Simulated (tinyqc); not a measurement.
# From dn, finite wafer back to diffusion length L

Model: surface photovoltage measurement of the minority-carrier diffusion length in a wafer. Computed by tinyqc, a small Python program. Command: `OMP_NUM_THREADS=1 python tinyqc.py 3130173 3130174 out.jsonl spv inv`. One thread of a shared host (Intel(R) Xeon(R) Processor @ 2.30GHz), about 0.02 s of CPU time with the checks.

Low injection, steady light, a depletion layer much thinner than 1/alpha and L. The excess density dn is taken at the front edge of the neutral region; light that reaches the back is lost.

Inputs (values chosen for the exercise, modelled on p-type silicon at room temperature):
```
quantity                                             value        unit
wafer thickness W                                      300  micrometre
diffusivity D                                         28.7      cm^2/s
front recombination velocity S_f                     35000        cm/s
back recombination velocity S_b                        200        cm/s
photon flux entering                               6.2e+11  1/(cm^2 s)
minority density at the surface barrier scale n_0  2.9e+08      1/cm^3
temperature T                                          298           K
wavelength                                             926          nm
```

Constants: k_B = 8.617333262e-05 eV/K.

Method:
- alpha = (84.732/lambda - 76.417)^2 per cm with lambda in micrometre (an empirical fit for silicon between 0.7 and 1.05 micrometre).
- Thick wafer: dn = Phi L/((S_f + D/L)(L + 1/alpha)). Finite wafer, with s = S_b L/D, w = W/L, a = alpha L: dn = [Phi a/(a^2 - 1)] [a - B - exp(-alpha W)(a - s)/(cosh w + s sinh w)]/(S_f + B D/L), B = (sinh w + s cosh w)/(cosh w + s sinh w).
- Photovoltage V = (k_B T/e) ln(1 + dn/n_0). Lifetime = L^2/D.

Problem. A run gave the result below. Find the diffusion length L, known to lie between 16 and 31 micrometre.

dn, finite wafer = 3.772777e+06 1/cm^3

Solution.

Each step takes the trial c = (a f_b - b f_a)/(f_b - f_a), f being the result less the target and a, b, c the logarithms of the listed values; c replaces end b, the old b replaces a if the sign of f changed, and otherwise f_a is halved.

Scan of the range:
```
diffusion length L (micrometre)  dn, finite wafer (1/cm^3)
16.0                                           3.12642e+06
17.9                                           3.51670e+06
19.9                                           3.91062e+06
22.3                                           4.36042e+06
24.9                                           4.82023e+06
27.8                                           5.30106e+06
31.0                                           5.79509e+06
```

False position (Illinois rule, in the logarithm of the input) inside the bracket:
```
step    end a    end b    trial  dn, finite wafer (1/cm^3)
1     17.9000  19.9000  19.1759                3.77002e+06
2     19.9000  19.1759  19.1899                3.77275e+06
3     19.9000  19.1899  19.1901                3.77280e+06
4     19.1899  19.1901  19.1900                3.77278e+06
```

dn, finite wafer rises at every point of a 13-point scan of the range (every second point is shown), so one value fits; it is bracketed by 17.9 and 19.9. Answer: diffusion length L = 19.19 micrometre.
